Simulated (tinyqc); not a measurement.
Worked calculation: plane-wave Kohn-Sham cycle with exchange-only LDA in a layered model solid. Computed by tinyqc, a small Python program that keeps every step. Settings: points = 16, plane-wave index or count = 2, electrons = 2, k points = 2, area = 35.0, mixing = 0.3, iteration cap = 63, Kerker q0 = 1.22. Command: `OMP_NUM_THREADS=1 python tinyqc.py 27370 27371 out.jsonl` (the two numbers bound the seeds that draw the settings). One thread of a shared host (Intel(R) Xeon(R) Processor @ 2.60GHz), about 0.02 s of CPU time with the checks. Later iterations appear only in the table of the cycle.

## Iteration 1: potential

A solid whose potential varies along x alone (atomic units):

| parameter | value |
|---|---|
| period a | 15.700000 |
| cross-section of the cell | 35.000000 |
| electrons per cell | 2 |
| grid points | 16 |
| plane waves -n..n, n | 2 |
| k points | 2 |
| V1 in V1 cos(2 pi x/a) | -0.530000 |
| V2 in V2 cos(4 pi x/a) | -0.040000 |

density at the start, on the grid x_j = j a/N (e/bohr^3): 0.00363967  0.00363967  0.00363967  0.00363967  0.00363967  0.00363967  0.00363967  0.00363967  0.00363967  0.00363967  0.00363967  0.00363967  0.00363967  0.00363967  0.00363967  0.00363967

V_H(G) = 4 pi rho(G)/G^2 for G != 0 (uniform background); v_x = -(3 rho/pi)^(1/3); V = V_ext + V_H + v_x; Fourier components f(G_m) = (1/N) sum_j f(x_j) exp(-i G_m x_j).

Potentials on the grid (hartree):

| x | V_ext | V_H | v_x | V |
|---|---|---|---|---|
| 0.000000 | -0.570000 | 0.000000 | -0.151476 | -0.721476 |
| 0.981250 | -0.517940 | 0.000000 | -0.151476 | -0.669417 |
| 1.962500 | -0.374767 | 0.000000 | -0.151476 | -0.526243 |
| 2.943750 | -0.174538 | 0.000000 | -0.151476 | -0.326014 |
| 3.925000 | 0.040000 | 0.000000 | -0.151476 | -0.111476 |
| 4.906250 | 0.231106 | 0.000000 | -0.151476 | 0.079630 |
| 5.887500 | 0.374767 | 0.000000 | -0.151476 | 0.223290 |
| 6.868750 | 0.461372 | 0.000000 | -0.151476 | 0.309896 |
| 7.850000 | 0.490000 | 0.000000 | -0.151476 | 0.338524 |
| 8.831250 | 0.461372 | 0.000000 | -0.151476 | 0.309896 |
| 9.812500 | 0.374767 | 0.000000 | -0.151476 | 0.223290 |
| 10.793750 | 0.231106 | 0.000000 | -0.151476 | 0.079630 |
| 11.775000 | 0.040000 | 0.000000 | -0.151476 | -0.111476 |
| 12.756250 | -0.174538 | 0.000000 | -0.151476 | -0.326014 |
| 13.737500 | -0.374767 | 0.000000 | -0.151476 | -0.526243 |
| 14.718750 | -0.517940 | 0.000000 | -0.151476 | -0.669417 |

V(G_m), m = 0, 1, 2, ... (hartree): -0.151476  -0.265000  -0.020000  0.000000  0.000000

## Iteration 1: Hamiltonian at one k

k = 0.250000 2 pi / a

H(m,m') = (k + G_m)^2/2 delta + V(G_m - G_m'), with V(-G) = V(G).

H (hartree), lower triangle:
```
           -2         -1         +0         +1        +2
-2   0.093772
-1  -0.265000  -0.106431
+0  -0.020000  -0.265000  -0.146471
+1   0.000000  -0.020000  -0.265000  -0.026349
+2   0.000000   0.000000  -0.020000  -0.265000  0.253935
```

## Iteration 1: levels at that k

Diagonalise the Hermitian matrix.

eigenvalues (hartree): -0.554810  -0.225341  0.076434  0.321307  0.450865

## Iteration 1: new density

Motion across x is left out: the lowest 1 band(s) hold two electrons at each of the k points (j + 1/2)/nk - 1/2. Residual R = rho(out) - rho(in); rho(new) = rho(in) + 0.3 R, with R(G) scaled by G^2/(G^2 + 1.22^2) (Kerker). rho(out) = 2/(a A nk) sum |psi|^2 with psi = sum c exp(i G x). Harris energy E = band energy - dV sum rho (V_H/2 + v_x) + (3/4) dV sum rho v_x with rho(in), dV = a A/N, band energy = (2/nk) sum of the filled levels.

rho(out) (e/bohr^3): 0.01507584  0.01240779  0.00671593  0.00213607  0.00028877  0.00000956  0.00000505  0.00000527  0.00002202  0.00000527  0.00000505  0.00000956  0.00028877  0.00213607  0.00671593  0.01240779

density after iteration 1 (e/bohr^3): 0.00440447  0.00411517  0.00356800  0.00328674  0.00336496  0.00352917  0.00360538  0.00362760  0.00363623  0.00362760  0.00360538  0.00352917  0.00336496  0.00328674  0.00356800  0.00411517

energy per cell = -1.03388099 hartree

## Iteration 2: potential

As before.

Potentials on the grid (hartree):

| x | V_ext | V_H | v_x | V |
|---|---|---|---|---|
| 0.000000 | -0.570000 | 0.022509 | -0.161419 | -0.708910 |
| 0.981250 | -0.517940 | 0.018194 | -0.157805 | -0.657551 |
| 1.962500 | -0.374767 | 0.008397 | -0.150475 | -0.516845 |
| 2.943750 | -0.174538 | -0.000829 | -0.146413 | -0.321779 |
| 3.925000 | 0.040000 | -0.006168 | -0.147565 | -0.113733 |
| 4.906250 | 0.231106 | -0.008262 | -0.149927 | 0.072917 |
| 5.887500 | 0.374767 | -0.008916 | -0.150999 | 0.214851 |
| 6.868750 | 0.461372 | -0.009104 | -0.151309 | 0.300960 |
| 7.850000 | 0.490000 | -0.009134 | -0.151428 | 0.329438 |
| 8.831250 | 0.461372 | -0.009104 | -0.151309 | 0.300960 |
| 9.812500 | 0.374767 | -0.008916 | -0.150999 | 0.214851 |
| 10.793750 | 0.231106 | -0.008262 | -0.149927 | 0.072917 |
| 11.775000 | 0.040000 | -0.006168 | -0.147565 | -0.113733 |
| 12.756250 | -0.174538 | -0.000829 | -0.146413 | -0.321779 |
| 13.737500 | -0.374767 | 0.008397 | -0.150475 | -0.516845 |
| 14.718750 | -0.517940 | 0.018194 | -0.157805 | -0.657551 |

V(G_m), m = 0, 1, 2, ... (hartree): -0.151365  -0.259144  -0.019022  -0.000493  -0.000184

## Iteration 2: Hamiltonian at one k

k = 0.250000 2 pi / a

As before.

H (hartree), lower triangle:
```
           -2         -1         +0         +1        +2
-2   0.093884
-1  -0.259144  -0.106319
+0  -0.019022  -0.259144  -0.146360
+1  -0.000493  -0.019022  -0.259144  -0.026238
+2  -0.000184  -0.000493  -0.019022  -0.259144  0.254046
```

## Iteration 2: levels at that k

As before.

eigenvalues (hartree): -0.544059  -0.220072  0.074409  0.314649  0.444086

## Iteration 2: new density

As before.

rho(out) (e/bohr^3): 0.01503617  0.01238630  0.00672620  0.00215713  0.00029914  0.00001005  0.00000452  0.00000521  0.00002149  0.00000521  0.00000452  0.00001005  0.00029914  0.00215713  0.00672620  0.01238630

density after iteration 2 (e/bohr^3): 0.00508964  0.00455145  0.00352634  0.00298349  0.00311022  0.00341277  0.00356304  0.00361099  0.00362855  0.00361099  0.00356304  0.00341277  0.00311022  0.00298349  0.00352634  0.00455145

energy per cell = -1.01295112 hartree

## Convergence

Stop when sqrt(dV sum R^2) is below 1e-8, dV = a A/N.

Course of the cycle:

| iteration | E (hartree) | norm of the residual |
|---|---|---|
| 1 | -1.03388099 | 1.20e-01 |
| 2 | -1.01295112 | 1.14e-01 |
| 3 | -0.99292248 | 1.09e-01 |
| 4 | -0.97397474 | 1.04e-01 |
| 5 | -0.95615894 | 9.92e-02 |
| 6 | -0.93946456 | 9.49e-02 |
| 7 | -0.92385126 | 9.10e-02 |
| 8 | -0.90926493 | 8.73e-02 |
| 9 | -0.89564614 | 8.39e-02 |
| 10 | -0.88293456 | 8.07e-02 |
| 11 | -0.87107130 | 7.77e-02 |
| ... | ... | ... |
| 53 | -0.71509523 | 1.88e-02 |
| 54 | -0.71454904 | 1.81e-02 |
| 55 | -0.71404377 | 1.75e-02 |
| 56 | -0.71357654 | 1.69e-02 |
| 57 | -0.71314466 | 1.63e-02 |
| 58 | -0.71274563 | 1.58e-02 |
| 59 | -0.71237711 | 1.53e-02 |
| 60 | -0.71203690 | 1.47e-02 |
| 61 | -0.71172298 | 1.42e-02 |
| 62 | -0.71143345 | 1.37e-02 |
| 63 | -0.71116654 | 1.33e-02 |

Not converged within 63 iterations: the residual falls steadily but slowly, by a factor of about 0.97 a step. Reruns (cap 100 unless said): mixing 0.1: not converged; mixing 0.5, Kerker q0 1.0: not converged; mixing 0.3, Pulay depth 5: converged in 16 (E = -0.70837); the original settings with a cap of 400: not converged.
